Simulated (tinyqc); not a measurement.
Koster-Slater impurity in an sp3s* host: one step. A first estimate from the table. Three cases, with inputs chosen for the exercise.

Task: A defect that shifts the p level of its anion site by V has a level where the host Green function G_p(E) equals 1/V; E is counted from the top of the valence band. Find it by linear interpolation between the two rows that bracket it.

Case 1.

Values chosen (out of a larger set: near a published set for GaAs; not measured data): V = 7.6 eV (shift of the p levels).

G(E) (1/eV):
```
E (eV)           G_s         G_p
0.000000   0.0295392   0.2341010
0.198717   0.0213062   0.1759040
0.397433   0.0119144   0.1394040
0.596150   0.0008074   0.1108226
0.794867  -0.0128809   0.0859210
0.993583  -0.0306294   0.0624378
1.192300  -0.0552580   0.0384725
1.391017  -0.0930695   0.0114729
1.589734  -0.1627540  -0.0242153
```

Case 2.

Values chosen (out of a larger set: near a published set for Si; not measured data): V = -21.8 eV (shift of the p levels).

G(E) (1/eV):
```
E (eV)           G_s         G_p
0.000000  -0.0674536   0.1050319
0.151881  -0.0801373   0.0657703
0.303762  -0.0946493   0.0374342
0.455643  -0.1116961   0.0123490
0.607524  -0.1323638  -0.0122620
0.759405  -0.1584922  -0.0385824
0.911286  -0.1936407  -0.0696765
1.063167  -0.2464864  -0.1125159
1.215048  -0.3580117  -0.2038123
```

Case 3.

Values chosen (out of a larger set: near a published set for Si; not measured data): V = -8.9 eV (shift of the p levels).

G(E) (1/eV):
```
E (eV)           G_s         G_p
0.000000  -0.0702564   0.1005793
0.146545  -0.0828172   0.0635037
0.293089  -0.0971845   0.0363330
0.439634  -0.1140425   0.0121383
0.586179  -0.1344425  -0.0116768
0.732724  -0.1601612  -0.0371818
0.879268  -0.1946222  -0.0672926
1.025813  -0.2461203  -0.1086245
1.172358  -0.3530325  -0.1952395
```

Give: 1/V; estimated level.

Result:

Case 1.

1/V = 0.13158 1/eV
estimated level = 0.452 eV

Case 2.

1/V = -0.04587 1/eV
estimated level = 0.795 eV

Case 3.

1/V = -0.11236 1/eV
estimated level = 1.032 eV

Computed by tinyqc, one run a case: `OMP_NUM_THREADS=1 python tinyqc.py N N+1 out.jsonl` with N = 1451332, 1451463, 1451662; one thread of a shared Intel(R) Xeon(R) Processor @ 2.30GHz, about 0.05 s a run at most.
